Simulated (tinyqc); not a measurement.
Composition and strain of an epitaxial Si(1-x)Ge(x) layer from Raman and X-ray peaks: one step, computed by the program tinyqc. Command: `OMP_NUM_THREADS=1 python tinyqc.py 3020996 3020997 out.jsonl epiraman walk`. One thread of a shared host (Intel(R) Xeon(R) Processor @ 2.30GHz), about 0.01 s of CPU time with the checks.

A (001) layer, biaxially strained in the plane. The Raman peaks follow empirical lines omega = w0 + c1 x + c3 x^3 + b eps (c3 for Si-Ge alone), with eps the in-plane strain.

Question. Lattice constants and strain. Relaxed lattice constant a(x) = a_Si + (a_Ge - a_Si) x - B x (1 - x). In-plane constant a_par = a_sub + R (a(x) - a_sub); eps = a_par/a(x) - 1; eps_perp = -(2 C12/C11) eps with 2 C12/C11 linear in x; a_perp = a(x) (1 + eps_perp).

Inputs (values chosen for the exercise, modelled on silicon-germanium):

| quantity | value | unit |
|---|---|---|
| Ge fraction x | 0.66 | - |
| degree of relaxation R | 0 | - |
| lattice constant of Si | 5.431 | angstrom |
| lattice constant of Ge | 5.658 | angstrom |
| bowing B | 0.028 | angstrom |
| 2 C12/C11 of Si | 0.774 | - |
| 2 C12/C11 of Ge | 0.756 | - |

Substrate: germanium.

Give: relaxed constant a(x); substrate constant a_sub; a_par; in-plane strain eps; strain along the normal; a_perp.

Answer.

relaxed constant a(x) = 5.575 angstrom

substrate constant a_sub = 5.658 angstrom

a_par = 5.658 angstrom

in-plane strain eps = 14.97 per mille

strain along the normal = -11.41 per mille

a_perp = 5.511 angstrom

The layer is under tension in the plane and is shortened along the normal.
